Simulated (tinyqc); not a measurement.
Kinetic against equilibrium segregation over temperature: surface segregation during layer-by-layer epitaxy: two-layer exchange kinetics and the shape of quantum wells and delta layers. Computed by tinyqc, a small Python program. Command: `OMP_NUM_THREADS=1 python tinyqc.py 3017977 3017978 out.jsonl mbeseg walk`. One thread of a shared host (Intel(R) Xeon(R) Processor @ 2.30GHz), about 0.01 s of CPU time with the checks.

Atoms A and B exchange only between the growing layer and the one below it. B is supplied for N layers, then pure A follows.

Inputs (values chosen for the exercise, close to those used for antimony in silicon):

| quantity | value | unit |
|---|---|---|
| barrier E1 for B to move up | 1.82 | eV |
| segregation energy E_s | 0.6 | eV |
| attempt frequency nu | 1 | THz |
| growth rate G | 0.23 | layers/s |
| share x0 of B in the flux during the well | 0.14 | - |
| layers in the well N | 10 | - |
| layer thickness | 1.36 | angstrom |
| temperature T | 340 | C |

Constants: k_B = 8.617333262e-05 eV/K.

Method:
- p1 = nu exp(-E1/(k_B T)) (B up, A down), p2 = nu exp(-(E1 + E_s)/(k_B T)) (B down); time per layer tau = 1/G; K = p1/p2.
- Temperatures in kelvin are T(C) + 273.15.
- Each layer is deposited complete with B share x_dep and then exchanges for the time tau = 1/G with the layer below, whose share is b (total c = s + b fixed): ds/dt = p1 b (1 - s) - p2 s (1 - b), s(0) = x_dep. With the roots s1 < s2 of the right side, (s - s1)/(s - s2) = [(s(0) - s1)/(s(0) - s2)] exp(-(p1 - p2)(s2 - s1) tau). The lower layer is then buried with c - s, and s becomes the b of the next layer.
- In the dilute tail each layer passes up the share R = R_eq (1 - exp(-(p1 + p2) tau)); decay length = -layer thickness/ln R.
- R_eq = K/(1 + K).

Segregation:

| T (C) | p1 tau | R_eq | R | decay length (angstrom) | peak share |
|---|---|---|---|---|---|
| 220 | 1.0931e-06 | 1.00000 | 1.0931e-06 | 9.9079e-02 | 0.14000 |
| 260 | 2.7172e-05 | 1.00000 | 2.7171e-05 | 1.2936e-01 | 0.14000 |
| 300 | 4.3131e-04 | 0.99999 | 4.3122e-04 | 1.7551e-01 | 0.14000 |
| 340 | 4.7732e-03 | 0.99999 | 4.7618e-03 | 2.5434e-01 | 0.14000 |
| 380 | 3.9350e-02 | 0.99998 | 3.8586e-02 | 4.1784e-01 | 0.14000 |
| 420 | 2.5431e-01 | 0.99996 | 2.2454e-01 | 9.1050e-01 | 0.14000 |
| 460 | 1.3407e+00 | 0.99992 | 7.3831e-01 | 4.4826e+00 | 0.13891 |
| 500 | 5.9512e+00 | 0.99988 | 9.9728e-01 | 4.9872e+02 | 0.12995 |

What does the comparison show, and why?

The decay length grows in every row: exchange is still limited by its rate. p1 tau passes 1 between 420 and 460 C, below which sharp interfaces can be grown. Caution: decay lengths below one layer thickness are only formal.

Extremes, crossings and ranges named in words are read from the listed rows.
